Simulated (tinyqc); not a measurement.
Geometry relaxation of a small cluster: one step, computed by the program tinyqc.

E = sum_i {sum_j A exp(-p (r_ij/r0 - 1)) - xi sqrt(rho_i)}, rho_i = sum_j exp(-2 q (r_ij/r0 - 1)); the force on i is -sum_j w_ij (R_i - R_j)/r_ij with w_ij = -(2p/r0) A exp(-p (r_ij/r0 - 1)) + (xi q/r0) exp(-2 q (r_ij/r0 - 1)) (rho_i^(-1/2) + rho_j^(-1/2)).

Problem. Energy and forces at the start. Evaluate E and the forces at the starting positions.

Inputs (values chosen for the exercise, for model atoms):
```
quantity     value      unit
length r0     3.16  angstrom
repulsion A   0.17        eV
hopping xi    2.07        eV
decay p       11.3         -
decay q       3.21         -
```

Potential: Gupta. Method: steepest descent.

starting positions (angstrom):
```
           x     y      z
atom 1  0.19  -0.1  -0.15
atom 2  2.79  0.19   0.03
atom 3  1.71  2.52   0.15
atom 4  1.42  1.12   2.22
```

Give: distances; energy at the start; forces.

Solution.

distances (angstrom): 1-2 2.6223, 1-3 3.0438, 1-4 2.9357, 2-3 2.5709, 2-4 2.7455, 3-4 2.5158

energy at the start = -11.439 eV

forces (eV/angstrom):
```
              x        y        z
atom 1  -3.5148  -0.2914  -0.3360
atom 2   6.6949  -4.9693  -1.5276
atom 3  -1.5130   8.2521  -5.2421
atom 4  -1.6671  -2.9913   7.1057
```
